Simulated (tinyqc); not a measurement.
Carrier lifetime from Shockley-Read-Hall, radiative, Auger and surface recombination: one step, computed by the program tinyqc.

Energies are counted from the top of the valence band. Boltzmann statistics, full ionisation, and equal excess densities of electrons and holes.

Task: Capture times and SRH densities. v = sqrt(3 k_B T/m) with m_e or m_h; tau_n0 = 1/(sigma_n v_n N_t), tau_p0 = 1/(sigma_p v_p N_t); n1 = N_c exp(-(E_g - E_t)/k_B T), p1 = N_v exp(-E_t/k_B T).

Inputs (values chosen for the exercise, for a model semiconductor):

| quantity | value | unit |
|---|---|---|
| gap E_g | 2.39 | eV |
| electron mass m_e | 0.22 | m_0 |
| hole mass m_h | 0.665 | m_0 |
| temperature T | 350 | K |
| doping N | 1e+14 | cm^-3 |
| trap level E_t | 0.927 | eV |
| trap density N_t | 5.9e+13 | cm^-3 |
| electron cross-section sigma_n | 2.2e-15 | cm^2 |
| hole cross-section sigma_p | 3.6e-14 | cm^2 |

Doping: n-type. Surface term: none.

N_c = 3.263069e+18 cm^-3

N_v = 1.714844e+19 cm^-3

Constants: k_B = 1.380649e-23 J/K; m_0 = 9.1093837015e-31 kg; k_B = 8.617333262e-05 eV/K.

Give: v_n; v_p; tau_n0; tau_p0; n1; p1.

Result:

v_n = 2.6896e+07 cm/s

v_p = 1.5470e+07 cm/s

tau_n0 = 2.8645e-07 s

tau_p0 = 3.0434e-08 s

n1 = 0.0028013 cm^-3

p1 = 7.6915e+05 cm^-3

Caution: the trap density is not small against the doping, so trapped charge breaks the equality of the excess densities.
